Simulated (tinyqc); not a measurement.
Mesh against width: smearing for a one-band metal on the simple cubic lattice.

Lattice vectors (units of a): a1 = (1, 0, 0), a2 = (0, 1, 0), a3 = (0, 0, 1). E(k) = -t A_1(k) - t2 A_2(k), A_m the sum of cos(k . R) over the 6 nearest and 12 second lattice vectors. Mesh k = sum (j_i/N) b_i, j_i = 0 .. N-1.

With x = (E_k - mu)/sigma: Gaussian f = erfc(x)/2, s = exp(-x^2)/(2 sqrt(pi)); Methfessel-Paxton (first order) f = erfc(x)/2 - x exp(-x^2)/(2 sqrt(pi)), s = (1 - 2 x^2) exp(-x^2)/(4 sqrt(pi)). With weights w = points/N^d (d the dimension), mu solves 2 sum w f = ne; E = 2 sum w f E_k, S = 2 sum w s, F = E - sigma S.

Inputs chosen for the exercise:

| symbol | value | unit | meaning |
|---|---|---|---|
| t | 1.29 | eV | nearest hopping |
| t2 | 0.19 | eV | second hopping |
| ne | 0.7 |  | electrons per cell |

Gaussian smearing, (E + F)/2. The reference is F of first-order Methfessel-Paxton smearing with sigma = 0.05 t on the mesh N = 40; it moves by 0.22 meV on the mesh N = 50; in three dimensions such meshes can agree by chance and the reference may be off by about 1 meV, so smaller errors are not resolved.

Errors (meV per cell):

| N | sigma = 0.05 t | sigma = 0.15 t | sigma = 0.4 t |
|---|---|---|---|
| 4 | -36.38 | -37.55 | -40.45 |
| 6 | 24.70 | 20.94 | 13.70 |
| 8 | -14.72 | -15.49 | -15.27 |
| 12 | 4.66 | 4.98 | 3.51 |
| 16 | 0.52 | 0.69 | 0.58 |
| 24 | 0.93 | 0.56 | 0.13 |

reference = -2.52546 eV

First N from which the value stays within 2 meV of its last entry (which need not be the best one): 16 for sigma = 0.05 t, 16 for sigma = 0.15 t, 16 for sigma = 0.4 t. At the last mesh the errors are +0.93, +0.56 and +0.13 meV. By this 2 meV bar the wider smearing does not converge sooner. The smallest error belongs to 0.05 t on 3, 0.15 t on 0, 0.4 t on 3 of the 6 meshes.

Computed by tinyqc, a small Python program: `OMP_NUM_THREADS=1 python tinyqc.py 1680807 1680808 out.jsonl` (the numbers bound the seed that draws the inputs); one thread of a shared host (Intel(R) Xeon(R) Processor @ 2.30GHz), about 0.3 s for the whole set of steps.
